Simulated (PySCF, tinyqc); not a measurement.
RHF in the sto-3g basis, for H6, spin multiplicity 1, step by step. The lowest restricted solution is unstable here: a spin-polarised one lies 0.0690 hartree lower (PySCF). One step of it, computed by the program tinyqc.

Question. Iteration 1: building the Fock matrix. J_ij = sum D_kl (ij|kl), K_ij = sum D_kl (ik|jl); F = H + J - 0.5 K; E = tr D H + tr D J / 2 - 0.25 tr D K + E_nn.

D at the start:
```
           1H 1s      2H 1s      3H 1s      4H 1s      5H 1s      6H 1s
1H 1s   0.146339   0.431545   0.016487  -0.181458   0.119887   0.060948
2H 1s   0.431545   1.321187   0.257753  -0.464706   0.183692   0.119887
3H 1s   0.016487   0.257753   1.003768   0.544911  -0.464706  -0.181458
4H 1s  -0.181458  -0.464706   0.544911   1.003768   0.257753   0.016487
5H 1s   0.119887   0.183692  -0.464706   0.257753   1.321187   0.431545
6H 1s   0.060948   0.119887  -0.181458   0.016487   0.431545   0.146339
```

core Hamiltonian H = T + V (hartree):
```
           1H 1s      2H 1s      3H 1s      4H 1s      5H 1s      6H 1s
1H 1s  -1.307114  -0.577518  -0.036721  -0.001610  -0.000010   0.000000
2H 1s  -0.577518  -1.542010  -0.386759  -0.038062  -0.000698  -0.000010
3H 1s  -0.036721  -0.386759  -1.637438  -0.638659  -0.038062  -0.001610
4H 1s  -0.001610  -0.038062  -0.638659  -1.637438  -0.386759  -0.036721
5H 1s  -0.000010  -0.000698  -0.038062  -0.386759  -1.542010  -0.577518
6H 1s   0.000000  -0.000010  -0.001610  -0.036721  -0.577518  -1.307114
```

Two-electron integrals (ij|kl) in chemists' order, unique and non-zero (hartree):
```
(11|11) 0.774606   (21|11) 0.175672   (21|21) 0.057918   (22|11) 0.377827
(22|21) 0.175672   (22|22) 0.774606   (31|11) 0.006002   (31|21) 0.002389
(31|22) 0.009167   (31|31) 0.000132   (32|11) 0.048666   (32|21) 0.021826
(32|22) 0.100540   (32|31) 0.001531   (32|32) 0.021238   (33|11) 0.174292
(33|21) 0.071553   (33|22) 0.311618   (33|31) 0.006002   (33|32) 0.100540
(33|33) 0.774606   (41|11) 0.000154   (41|21) 0.000066   (41|22) 0.000287
(41|31) 4.51e-06   (41|32) 0.000061   (41|33) 0.000287   (41|41) 1.78e-07
(42|11) 0.003206   (42|21) 0.001354   (42|22) 0.006002   (42|31) 0.000102
(42|32) 0.001531   (42|33) 0.009167   (42|41) 4.51e-06   (42|42) 0.000132
(43|11) 0.045064   (43|21) 0.017556   (43|22) 0.071553   (43|31) 0.001354
(43|32) 0.021826   (43|33) 0.175672   (43|41) 0.000066   (43|42) 0.002389
(43|43) 0.057918   (44|11) 0.120487   (44|21) 0.045064   (44|22) 0.174292
(44|31) 0.003206   (44|32) 0.048666   (44|33) 0.377827   (44|41) 0.000154
(44|42) 0.006002   (44|43) 0.175672   (44|44) 0.774606   (51|11) 5.15e-07
(51|21) 2.10e-07   (51|22) 9.02e-07   (51|31) 1.63e-08   (51|32) 2.51e-07
(51|33) 1.63e-06   (51|42) 2.28e-08   (51|43) 4.28e-07   (51|44) 1.06e-06
(52|11) 0.000036   (52|21) 0.000014   (52|22) 0.000057   (52|31) 1.06e-06
(52|32) 0.000017   (52|33) 0.000122   (52|41) 5.04e-08   (52|42) 1.74e-06
(52|43) 0.000040   (52|44) 0.000122   (52|52) 2.88e-08   (53|11) 0.001988
(53|21) 0.000742   (53|22) 0.002865   (53|31) 0.000053   (53|32) 0.000795
(53|33) 0.006002   (53|41) 2.48e-06   (53|42) 0.000091   (53|43) 0.002389
(53|44) 0.009167   (53|51) 1.63e-08   (53|52) 1.74e-06   (53|53) 0.000132
(54|11) 0.020037   (54|21) 0.007277   (54|22) 0.027157   (54|31) 0.000489
(54|32) 0.006982   (54|33) 0.048666   (54|41) 0.000022   (54|42) 0.000795
(54|43) 0.021826   (54|44) 0.100540   (54|51) 1.42e-07   (54|52) 0.000017
(54|53) 0.001531   (54|54) 0.021238   (55|11) 0.087150   (55|21) 0.030921
(55|22) 0.112209   (55|31) 0.001988   (55|32) 0.027157   (55|33) 0.174292
(55|41) 0.000086   (55|42) 0.002865   (55|43) 0.071553   (55|44) 0.311618
(55|51) 5.15e-07   (55|52) 0.000057   (55|53) 0.006002   (55|54) 0.100540
(55|55) 0.774606   (61|33) 5.75e-09   (61|44) 5.75e-09   (62|11) 3.56e-07
(62|21) 1.33e-07   (62|22) 5.15e-07   (62|31) 9.45e-09   (62|32) 1.42e-07
(62|33) 1.06e-06   (62|42) 1.63e-08   (62|43) 4.28e-07   (62|44) 1.63e-06
(62|53) 2.28e-08   (62|54) 2.51e-07   (62|55) 9.02e-07   (63|11) 0.000064
(63|21) 0.000023   (63|22) 0.000086   (63|31) 1.55e-06   (63|32) 0.000022
(63|33) 0.000154   (63|41) 7.02e-08   (63|42) 2.48e-06   (63|43) 0.000066
(63|44) 0.000287   (63|52) 5.04e-08   (63|53) 4.51e-06   (63|54) 0.000061
(63|55) 0.000287   (63|63) 1.78e-07   (64|11) 0.001525   (64|21) 0.000544
(64|22) 0.001988   (64|31) 0.000035   (64|32) 0.000489   (64|33) 0.003206
(64|41) 1.55e-06   (64|42) 0.000053   (64|43) 0.001354   (64|44) 0.006002
(64|51) 9.45e-09   (64|52) 1.06e-06   (64|53) 0.000102   (64|54) 0.001531
(64|55) 0.009167   (64|62) 1.63e-08   (64|63) 4.51e-06   (64|64) 0.000132
(65|11) 0.024682   (65|21) 0.008647   (65|22) 0.030921   (65|31) 0.000544
(65|32) 0.007277   (65|33) 0.045064   (65|41) 0.000023   (65|42) 0.000742
(65|43) 0.017556   (65|44) 0.071553   (65|51) 1.33e-07   (65|52) 0.000014
(65|53) 0.001354   (65|54) 0.021826   (65|55) 0.175672   (65|62) 2.10e-07
(65|63) 0.000066   (65|64) 0.002389   (65|65) 0.057918   (66|11) 0.071241
(66|21) 0.024682   (66|22) 0.087150   (66|31) 0.001525   (66|32) 0.020037
(66|33) 0.120487   (66|41) 0.000064   (66|42) 0.001988   (66|43) 0.045064
(66|44) 0.174292   (66|51) 3.56e-07   (66|52) 0.000036   (66|53) 0.003206
(66|54) 0.048666   (66|55) 0.377827   (66|62) 5.15e-07   (66|63) 0.000154
(66|64) 0.006002   (66|65) 0.175672   (66|66) 0.774606
```

nuclear repulsion = 3.09664589 hartree

Give: Coulomb J; exchange K; Fock matrix F; total energy of this density.

Answer.

Coulomb J (hartree):
```
        1H 1s   2H 1s   3H 1s   4H 1s   5H 1s   6H 1s
1H 1s  1.2868  0.5090  0.0300  0.0012  0.0000  0.0000
2H 1s  0.5090  2.0416  0.3899  0.0331  0.0005  0.0000
3H 1s  0.0300  0.3899  2.1970  0.6665  0.0331  0.0012
4H 1s  0.0012  0.0331  0.6665  2.1970  0.3899  0.0300
5H 1s  0.0000  0.0005  0.0331  0.3899  2.0416  0.5090
6H 1s  0.0000  0.0000  0.0012  0.0300  0.5090  1.2868
```

exchange K (hartree):
```
         1H 1s    2H 1s    3H 1s    4H 1s    5H 1s    6H 1s
1H 1s   0.3429   0.4550   0.0644  -0.0273   0.0113   0.0108
2H 1s   0.4550   1.2531   0.3168  -0.0027   0.0078   0.0113
3H 1s   0.0644   0.3168   1.0839   0.5631  -0.0027  -0.0273
4H 1s  -0.0273  -0.0027   0.5631   1.0839   0.3168   0.0644
5H 1s   0.0113   0.0078  -0.0027   0.3168   1.2531   0.4550
6H 1s   0.0108   0.0113  -0.0273   0.0644   0.4550   0.3429
```

Fock matrix F (hartree):
```
         1H 1s    2H 1s    3H 1s    4H 1s    5H 1s    6H 1s
1H 1s  -0.1918  -0.2960  -0.0390   0.0132  -0.0056  -0.0054
2H 1s  -0.2960  -0.1270  -0.1553  -0.0036  -0.0041  -0.0056
3H 1s  -0.0390  -0.1553   0.0176  -0.2537  -0.0036   0.0132
4H 1s   0.0132  -0.0036  -0.2537   0.0176  -0.1553  -0.0390
5H 1s  -0.0056  -0.0041  -0.0036  -0.1553  -0.1270  -0.2960
6H 1s  -0.0054  -0.0056   0.0132  -0.0390  -0.2960  -0.1918
```

total energy of this density = -2.443821 hartree
